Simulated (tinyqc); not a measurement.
MOS capacitor with interface traps: C-V stretch-out, conductance peak and subthreshold swing: one step, computed by the program tinyqc.

Energies at the interface are counted from the valence band. psi > 0 means bending towards depletion, so the surface potential is -psi. Boltzmann statistics, full ionisation, no quantum confinement. Traps are neutral when filled up to E_n, with a sharp (zero-temperature) occupation.

Task: Charges at the given band bending. With u = psi/k_B T and r = (n_i/N)^2: F = sqrt(exp(-u) + u - 1 + r (exp(u) - u - 1)); Q_s = +sign(u) sqrt(2) eps_s eps_0 (k_B T/e) F/L_D; C_s = (eps_s eps_0/(sqrt(2) L_D)) |1 - exp(-u) + r (exp(u) - 1)|/F; at high frequency, below strong inversion, the terms in r are dropped. D(E) = D_0. E_F at the interface is E_s = E_F - psi; Q_it = -e int from E_n to E_s of D(E) dE; C_it = e D(E_s) (per volt); V_G = phi_ms - psi - (Q_s + Q_it + e N_f)/C_ox.

Inputs (values chosen for the exercise, modelled on beta-Ga2O3, with an insulator like Si3N4):
```
quantity                               value         unit
gap E_g                                 4.86           eV
dielectric constant eps_s               10.1            -
doping N                             4.5e+15        cm^-3
work-function difference phi_ms          0.7            V
fixed charge N_f                    -4.7e+11        cm^-2
trap density D_0                     1.6e+11  cm^-2 eV^-1
neutrality level E_n                    3.11           eV
band bending towards depletion psi       0.5            V
temperature T                            300            K
```

Substrate: n-type. Trap spectrum: flat.

k_B T = 0.02585200 eV

n_i = 3.363685e-22 cm^-3

Debye length L_D = 56.62662 nm

bulk E_F = 4.686634 eV

C_ox = 1.367689 microF/cm^2

Constants: eps_0 = 8.8541878128e-12 F/m; e = 1.602176634e-19 C.

Give: E_s; Q_s; C_s; C_s at high frequency; D(E_s); Q_it; C_it; gate voltage V_G.

Result:

E_s = 4.187 eV

Q_s = 0.02473 microC/cm^2

C_s = 0.02608 microF/cm^2

C_s at high frequency = 0.02608 microF/cm^2

D(E_s) = 1.60e+11 cm^-2 eV^-1

Q_it = -0.02760 microC/cm^2

C_it = 0.02563 microF/cm^2

gate voltage V_G = 0.2572 V

The traps hold negative charge because E_s lies above E_n. Caution: traps deeper than about 24 k_B T and minority carriers reach equilibrium slowly or not at all, so the charges here are limits for very slow sweeps.
